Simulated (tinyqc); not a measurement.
# Threshold-voltage variability of a planar MOSFET, analytic estimates: scaling length and width together

Three independent sources add in quadrature: random dopants in the depleted layer, metal-gate grains of two orientations, and roughness of the two gate edges acting through the roll-off VT = VT(long) - Vr exp(-L/l). These are first-order estimates: no three-dimensional electrostatics, no percolation.

ni = sqrt(Nc Nv) exp(-Eg/(2 Vt)), Eg in volts; Cox = 3.9 eps0/ti; Wd = sqrt(4 eps0 eps_r Vt ln(Na/ni)/(q Na)); dopants: s1 = (q/Cox) sqrt(Na Wd/(3 L W)). Grains: Ng = L W/G^2 (at least 1), s2 = dW sqrt(p (1 - p)/Ng). Edges, with exponential correlation and u = W/La: the mean gate length has sL^2 = 2 De^2 (2/u)[1 - (1 - exp(-u))/u]; s3 = sL (Vr/l) exp(-L/l). s = sqrt(s1^2 + s2^2 + s3^2). l and Vr are held fixed. W = 1.2 L in every row; l is held fixed.

Values chosen for this exercise; material values close to those of silicon:
- T = 350 K (temperature)
- Eg = 1.11 eV (band gap)
- eps_r = 11.5 (relative permittivity of the semiconductor)
- Nc = 3.49e19 cm^-3 (conduction-band density of states at T)
- Nv = 3.31e19 cm^-3 (valence-band density of states at T)
- Na = 8.6e17 cm^-3 (channel doping)
- ti = 2.6 nm (oxide-equivalent thickness in inversion)
- G = 7 nm (metal grain size)
- dW = 0.3 eV (work-function difference of the two grain orientations)
- p = 0.3 (share of the orientation of higher work function)
- De = 1.9 nm (rms roughness of one gate edge)
- La = 30 nm (correlation length of the roughness)
- l = 9.2 nm (decay length of the threshold roll-off)
- Vr = 2.2 V (prefactor of the roll-off)

Constants: q = 1.602176634e-19 C, kB = 1.380649e-23 J/K, Vt = kB T/q, eps0 = 8.8541878128e-14 F/cm where lengths are in cm. Results are converted to the units shown.

Scaling length and width together:

| L (nm) | s1 (mV) | s2 (mV) | s3 (mV) | s (mV) | s sqrt(L W) (mV um) |
|---|---|---|---|---|---|
| 29 | 38.70 | 30.29 | 23.05 | 54.28 | 1.724 |
| 36 | 31.18 | 24.40 | 10.37 | 40.93 | 1.614 |
| 44 | 25.51 | 19.97 | 4.174 | 32.66 | 1.574 |
| 54 | 20.78 | 16.27 | 1.342 | 26.43 | 1.563 |
| 66 | 17.00 | 13.31 | 0.3451 | 21.60 | 1.561 |
| 81 | 13.86 | 10.85 | 0.06355 | 17.60 | 1.561 |
| 99 | 11.34 | 8.874 | 0.008402 | 14.40 | 1.561 |

As L goes from 29 to 99 nm, s falls from 54.3 to 14.4 mV. The dopants are the largest source in the first and the last row. The product s sqrt(L W) falls from 1.72 to 1.56 mV um: s1 and s2 go as 1/sqrt(L W), so the change comes from s3 alone. For L = 29 to 36 nm the depletion depth exceeds L, so source and drain share much of the charge and s1 is rough.

Numbers from tinyqc (`OMP_NUM_THREADS=1 python tinyqc.py 2090117 2090118 out.jsonl`; about 0.01 s on one thread of a shared Intel Xeon 2.30GHz).
